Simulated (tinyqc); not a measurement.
Crystallisation kinetics and data retention of a phase-change cell: one step of the calculation.

Johnson-Mehl-Avrami-Kolmogorov law X = 1 - exp(-y^n), y = integral of k dt, k = (1/100 s) exp[-(Ec q/kB)(1/T - 1/T1)].

Task. Retention. At fixed T the state fails at t = (-ln(1 - Xf))^(1/n)/k; ten years are 3.15576e8 s.

Values chosen for this exercise; values of the order of Ge-Sb-Te and related chalcogenides:
- Ec = 2.91 eV (activation energy of crystallisation)
- T1 = 456 K (temperature at which the rate k is 1/(100 s))
- n = 1.5 (Avrami exponent)
- Xf = 0.4 (crystalline share at which the state is lost)
- T = 383 K (storage temperature)

Constants: q = 1.602176634e-19 C, kB = 1.380649e-23 J/K. Results are converted to the units shown.

Wanted: k; y at failure; time to fail; the same in years; temperature for ten years.

Result.

k = 7.412e-9 1/s
y at failure = 0.6390
time to fail = 8.621e7 s
the same in years = 2.732
temperature for ten years = 377.4 K

The cell misses ten years at 383 K.

Range of the model: One Arrhenius rate is assumed; incubation, growth from the boundary and the non-Arrhenius kinetics of the supercooled liquid are left out.

tinyqc, about 0.02 s, one thread, Intel Xeon 2.30GHz (shared host): `OMP_NUM_THREADS=1 python tinyqc.py 2490068 2490069 out.jsonl`
